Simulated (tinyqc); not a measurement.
Tension along [110]: repopulation and mass change: two-band k.p model of the Delta valleys near the X point under shear strain.

Valley pair on the [001] axis, kz counted from the X point, c = hbar^2/2m0, k0 = kx0 2 pi/a. H = (c kz^2/ml + c (kx^2 + ky^2)/mt + c k0^2/ml) 1 + (2 c k0 kz/ml) sigma_z + (D exy - 2 c kx ky/Mp) sigma_x, so E = c kz^2/ml + c (kx^2 + ky^2)/mt + c k0^2/ml -/+ sqrt((2 c k0 kz/ml)^2 + (D exy - 2 c kx ky/Mp)^2). Without strain the lower band has its minima, E = 0, at kz = +/- k0. Shifts from diagonal strain are left out.

For |eta| < 1: k_min = k0 sqrt(1 - eta^2), E_min = -Delta eta^2/2, ml(eta) = ml/(1 - eta^2), 1/m[110] = 1/mt + eta/Mp, 1/m[1-10] = 1/mt - eta/Mp. For |eta| > 1 the minimum sits at X: E_min = -Delta (2 |eta| - 1)/2, ml(eta) = ml/(1 - 1/|eta|), and eta is replaced by its sign in the transverse masses. Here Delta = 2 c k0^2/ml and eta = D exy/Delta.

s11 = (C11 + C12)/((C11 - C12)(C11 + 2 C12)), s12 = -C12/((C11 - C12)(C11 + 2 C12)), s44 = 1/C44; exx = s11 sxx + s12 (syy + szz) and cyclic, exy = s44 sxy/2; tension is positive. A uniaxial stress X along the unit vector n is s_ij = X n_i n_j.

Constants: hbar^2/2m0 = 3.80998211 eV angstrom^2; kB = 8.617333262e-05 eV/K.

Values chosen for the exercise (near those of Si; not measured data):
```
symbol  value  unit      meaning
a       5.424  angstrom  lattice constant
ml      0.922  m0        longitudinal mass
mt      0.193  m0        transverse mass
kx0     0.145  2 pi/a    distance of the minimum from X
D       14.4   eV        shear deformation potential
Mp      0.239  m0        coupling mass
C11     162.9  GPa
C12     62.9   GPa
C44     78.4   GPa
Xu      9.02   eV        uniaxial potential
T       350    K         temperature
```

The z valleys move against the x and y valleys by Xu (ezz - exx) and, through the shear, by E_min. Share of the z valleys n = w/(w + 2 exp(dE/kT)), dE the total relative shift, w = sqrt(ml(eta) m[110] m[1-10]/(ml mt^2)). Along [110]: 1/m_c = n/m[110] + (1 - n)(1/ml + 1/mt)/2. Fixed masses means E_min = 0, w = 1, m[110] = mt. Gains are against 3/(1/ml + 2/mt) at a fixed scattering time.

Results:
```
X (GPa)  Xu (ezz - exx) (meV)  E_min (meV)  m[110]  m_c fixed masses  m_c with shear  gain fixed (%)  gain with shear (%)
0.00                      0.0          0.0  0.1930            0.2621          0.2621             0.0                  0.0
0.25                    -11.3         -0.3  0.1856            0.2503          0.2446             4.7                  7.1
0.50                    -22.6         -1.1  0.1788            0.2389          0.2260             9.7                 16.0
1.00                    -45.1         -4.5  0.1665            0.2199          0.1914            19.2                 36.9
1.50                    -67.7        -10.2  0.1558            0.2074          0.1663            26.4                 57.6
2.00                    -90.2        -18.1  0.1464            0.2002          0.1502            30.9                 74.5
3.00                   -135.3        -40.7  0.1307            0.1947          0.1310            34.6                100.1
```

At 1 GPa repopulation alone gives 19.2 % and the shear terms raise it to 36.9 %. From 2 to 3 GPa the fixed-mass gain grows by 3.7 points, towards its ceiling of 35.8 % when all electrons sit in the z valleys, whereas the gain with shear grows by 25.5 points because m[110] keeps falling.

(tinyqc, `OMP_NUM_THREADS=1 python tinyqc.py 1080151 1080152 out.jsonl`, Intel(R) Xeon(R) Processor @ 2.30GHz, 1 thread, shared host, about 0.01 s.)
